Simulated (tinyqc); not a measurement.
Transfer between valleys with temperature: electrons shared among three sets of ellipsoidal valleys.

F_j(eta) = (1/Gamma(j + 1)) integral_0^infinity x^j dx/(1 + exp(x - eta)), which tends to exp(eta) for eta << 0.

Sets L, Gamma, Delta: N_i = M_i times N = 2 (m kB T/(4 pi c))^(3/2) with c = hbar^2/2m0, in 1/angstrom^3; times 1e24 for 1/cm^3, m = (ml mt^2)^(1/3); n = sum_i N_i F_1/2((EF - dE_i)/kT), energies from the edge of the first set; mu_drift = sum of share times mobility.

Constants: hbar^2/2m0 = 3.80998211 eV angstrom^2; kB = 8.617333262e-05 eV/K.

Inputs chosen for the exercise (masses and offsets near those of Ge; mobilities are free inputs, held fixed; the results hold for these values, not for the real material):
- dE = (0, 0.111, 0.176) eV (edges of L, Gamma, Delta above the first)
- M = (4, 1, 6) (valleys in each set)
- ml = (1.664, 0.042, 0.915) m0 (longitudinal masses of L, Gamma, Delta)
- mt = (0.0788, 0.042, 0.1911) m0 (transverse masses)
- mu = (3700, 23000, 900) cm^2/(V s) (mobility of each set)
- n = 3.5e+18 1/cm^3 (total electron density)

Offsets, masses and mobilities are held fixed; n is fixed too, so the high values of T stand for hot electrons, not for the lattice.

Populations:
```
T (K)  EF (eV)  share L  share Gamma  share Delta  mu_drift
77      0.0124   1.0000       0.0000       0.0000      3700
150     0.0040   1.0000       0.0000       0.0000      3700
300    -0.0246   0.9963       0.0003       0.0033      3697
450    -0.0638   0.9690       0.0012       0.0298      3641
600    -0.1118   0.9127       0.0023       0.0850      3507
900    -0.2290   0.7761       0.0040       0.2200      3161
2000   -0.7924   0.5038       0.0056       0.4906      2435
```

Give the missing row, T (K) = 1200.

Computed row:
```
T (K)  EF (eV)  share L  share Gamma  share Delta  mu_drift
1200   -0.3668   0.6653       0.0048       0.3299      2870
```

The share of L goes from 1.000 to 0.504 and the mean mobility from 3700 to 2435 cm^2/(V s). L holds more than Gamma throughout. The share of Delta is at most 0.49.

Program tinyqc; command `OMP_NUM_THREADS=1 python tinyqc.py 1652691 1652692 out.jsonl`; about 0.02 s on one thread of a shared Intel(R) Xeon(R) Processor @ 2.30GHz.
